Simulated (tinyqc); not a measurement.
Three ways to interpolate a mass: alloy A(1-x)B(x) by interpolation with bowing.

Each gap follows E(x) = (1 - x) E_A + x E_B - C x (1 - x); the lattice constant follows Vegard, a(x) = (1 - x) a_A + x a_B.

Mass at Gamma from the Kane formula 1/m = F + Ep (Eg + 2 Dso/3)/(Eg (Eg + Dso)). F is fixed by the masses of A and B and interpolated linearly, as is Ep; Eg and Dso carry their bowing.

Values chosen for the exercise (A near GaAs, B near GaSb; the results hold for these values, not for the real material): Eg = (1.502, 0.81) eV (gap at Gamma to the s-like level of A, B); Dso = (0.346, 0.766) eV (spin-orbit splitting of A, B); Ep = (25.6, 26.7) eV (Kane energy of A, B); me = (0.0661, 0.0388) m0 (electron mass at Gamma of A, B); C = (1.387, 1.092, 1.205) eV (bowing of the Gamma, X and L gaps); Cs = 0.54 eV (bowing of Dso).

Linear in m, linear in 1/m, and the Kane formula.

Masses (m0):
```
x      Eg (eV)  linear in m  linear in 1/m    Kane  Kane m/Eg (1/eV)
0.000    1.502       0.0661         0.0661  0.0661            0.0440
0.125    1.264       0.0627         0.0608  0.0557            0.0441
0.250    1.069       0.0593         0.0562  0.0474            0.0443
0.375    0.917       0.0559         0.0523  0.0410            0.0447
0.500    0.809       0.0524         0.0489  0.0367            0.0453
0.625    0.744       0.0490         0.0459  0.0342            0.0460
0.750    0.723       0.0456         0.0433  0.0337            0.0467
0.875    0.745       0.0422         0.0409  0.0352            0.0473
1.000    0.810       0.0388         0.0388  0.0388            0.0479
```

At x = 0.5 the three give 0.0525, 0.0489 and 0.0367; judged by the largest distance, the Kane value is closer to the interpolation in 1/m (largest distances 0.0158 m0 from the rule in m, 0.0122 m0 from the rule in 1/m), and it dips below both end values, following the bowed gap, which neither rule can do. The ratio m/Eg varies by a factor of 1.09 while the gap varies by 2.08; a constant ratio is the two-band rule m = Eg/Ep at fixed Ep.

tinyqc: `OMP_NUM_THREADS=1 python tinyqc.py 1081455 1081456 out.jsonl`; about 0.01 s, one thread, shared Intel(R) Xeon(R) Processor @ 2.30GHz.
